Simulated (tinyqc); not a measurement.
Lorentz oscillators and the Kramers-Kronig relations: one step. The f-sum on the grid. Four cases, with inputs chosen for the exercise.

Problem. W(E_M) = (2/pi) h sum_j E_j eps2_j, with half weight on the last point; the full integral equals sum S_j = (hbar omega_p)^2, and the electron density follows from (hbar omega_p)^2 = 8 pi c (e^2/(4 pi eps0)) N with c = hbar^2/2m0.

Constants: hbar^2/2m0 = 3.80998211 eV angstrom^2; e^2/(4 pi eps0) = 14.39964547 eV angstrom.

Case 1.

Values chosen: h = 0.5 eV (grid step); M = 40 (grid points E_j = j h); S = (54.9, 125.7) eV^2 (strengths).

eps2(E_j), j = 1 .. M: 0.041846  0.086721  0.138247  0.201478  0.284376  0.400870  0.578014  0.875184  1.444350  2.752478  6.238456  9.517689  6.256259  7.270545  15.694486  12.421297  4.721275  2.234323  1.281453  0.828209  0.578455  0.426285  0.326675  0.257895  0.208407  0.171619  0.143537  0.121625  0.104210  0.090148  0.078638  0.069106  0.061127  0.054387  0.048646  0.043719  0.039462  0.035762  0.032527  0.029684

Case 2.

Values chosen (out of a larger set: line positions loosely like those of SiC; Lorentz tails absorb below the gap, where the real solid is clear; not measured data): h = 0.8 eV (grid step); M = 30 (grid points E_j = j h); S = (44, 150.3, 72.4) eV^2 (strengths).

eps2(E_j), j = 1 .. M: 0.072865  0.157991  0.274092  0.461033  0.834218  1.902059  7.193349  5.980238  10.913435  17.034096  5.759510  4.904605  2.711666  1.358675  0.778851  0.499295  0.345693  0.252637  0.192086  0.150518  0.120776  0.098786  0.082089  0.069128  0.058878  0.050643  0.043935  0.038405  0.033798  0.029925

Case 3.

Values chosen (out of a larger set: line positions loosely like those of GaAs; Lorentz tails absorb below the gap, where the real solid is clear; not measured data): h = 0.5 eV (grid step); M = 40 (grid points E_j = j h); S = (19.7, 86.1, 37.8) eV^2 (strengths).

eps2(E_j), j = 1 .. M: 0.127951  0.287988  0.543323  1.105530  3.290139  14.223879  3.922634  3.944165  11.071423  27.532992  7.786756  5.027769  4.546985  2.937487  1.681579  1.027132  0.680098  0.479952  0.355276  0.272686  0.215270  0.173796  0.142898  0.119288  0.100860  0.086218  0.074404  0.064744  0.056753  0.050075  0.044442  0.039652  0.035548  0.032010  0.028939  0.026260  0.023910  0.021840  0.020007  0.018379

Case 4.

Values chosen (out of a larger set: line positions loosely like those of Ge; Lorentz tails absorb below the gap, where the real solid is clear; not measured data): h = 0.25 eV (grid step); M = 36 (grid points E_j = j h); S = (16.7, 35.2, 91.7) eV^2 (strengths).

eps2(E_j), j = 1 .. M: 0.177135  0.372011  0.608520  0.927988  1.419204  2.323608  4.539985  12.808800  20.070465  8.703776  7.971936  11.456926  16.220620  15.484477  14.815121  21.212496  32.488302  24.323813  12.309375  6.712040  4.124637  2.772904  1.987120  1.491675  1.159485  0.925943  0.755503  0.627311  0.528485  0.450709  0.388423  0.337790  0.296092  0.261362  0.232144  0.207343

Give: W(E_M); sum S; share reached on this grid (a step near the line widths can inflate it); hbar omega_p; N.

Solution.

Case 1.

W(E_M) = 173.91 eV^2
sum S = 180.60 eV^2
share reached on this grid (a step near the line widths can inflate it) = 0.963
hbar omega_p = 13.439 eV
N = 1.31e+23 1/cm^3

Case 2.

W(E_M) = 249.91 eV^2
sum S = 266.70 eV^2
share reached on this grid (a step near the line widths can inflate it) = 0.937
hbar omega_p = 16.331 eV
N = 1.93e+23 1/cm^3

Case 3.

W(E_M) = 143.04 eV^2
sum S = 143.60 eV^2
share reached on this grid (a step near the line widths can inflate it) = 0.996
hbar omega_p = 11.983 eV
N = 1.04e+23 1/cm^3

Case 4.

W(E_M) = 135.46 eV^2
sum S = 143.60 eV^2
share reached on this grid (a step near the line widths can inflate it) = 0.943
hbar omega_p = 11.983 eV
N = 1.04e+23 1/cm^3

Computed by tinyqc, one run a case: `OMP_NUM_THREADS=1 python tinyqc.py N N+1 out.jsonl` with N = 1682377, 1682508, 1682512, 1682623; one thread of a shared Intel(R) Xeon(R) Processor @ 2.30GHz, about 0.2 s a run at most.
